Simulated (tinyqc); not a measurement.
Speed against selectivity over temperature: anisotropic wet etching of Si(100): plane rates, V-grooves, membranes and undercut. Computed by tinyqc, a small Python program. Command: `OMP_NUM_THREADS=1 python tinyqc.py 3003126 3003127 out.jsonl wetetch walk`. One thread of a shared host (Intel(R) Xeon(R) Processor @ 2.30GHz), about 0.01 s of CPU time with the checks.

A long slot opens the mask on a (100) wafer. The floor etches at R100; (111) walls stand at theta = arctan(sqrt2) = 54.7356 degrees to the surface and recede at R111 along their normal.

Inputs (values chosen for the exercise, close to those used for potassium hydroxide solutions): prefactor k0 of the (100) rate = 5e+08 um/min; activation energy of (100), E = 0.591 eV; ratio (100)/(111) at 80 C = 130; extra energy of (111), dE = 0.093 eV; ratio (100)/oxide at 80 C = 150; extra energy of the oxide, dE_ox = 0.22 eV; misalignment of the mask = 2 degrees; wafer thickness d = 300 um; membrane thickness wanted = 28 um.

Constants: k_B = 8.617333262e-05 eV/K.

Method:
- R100 = k0 exp(-E/(k_B T)); a ratio given at 80 C scales as exp[(extra energy/k_B)(1/T - 1/353.15 K)]; R111 and R_ox follow by division.
- Temperatures in kelvin are T(C) + 273.15.
- Each row etches to the depth d - membrane; undercut per side = (R111/sin(theta) + R100 sin(misalignment)) x time.

Etching to a fixed depth:
```
T (C)  R100 (um/min)  R100/R111  time (h)  undercut (um)  oxide consumed (nm)
30            0.0748     215.20    60.624         11.041                550.4
40            0.1540     192.08    29.437         11.227                720.2
50            0.3033     172.65    14.947         11.422                926.8
60            0.5735     156.18     7.905         11.626               1174.9
70            1.0449     142.11     4.339         11.837               1468.9
80            1.8401     130.00     2.464         12.055               1813.3
90            3.1412     119.51     1.443         12.280               2212.8
100           5.2108     110.36     0.870         12.511               2671.5
```

What does the comparison show, and why?

From 30 to 100 C the time falls by a factor 69.7, while the oxide loss grows by 4.85 and the undercut by 1.13: the slower planes and the mask have the higher activation energies, so heat costs selectivity. Misalignment gives 9.49 um of the undercut at any T.
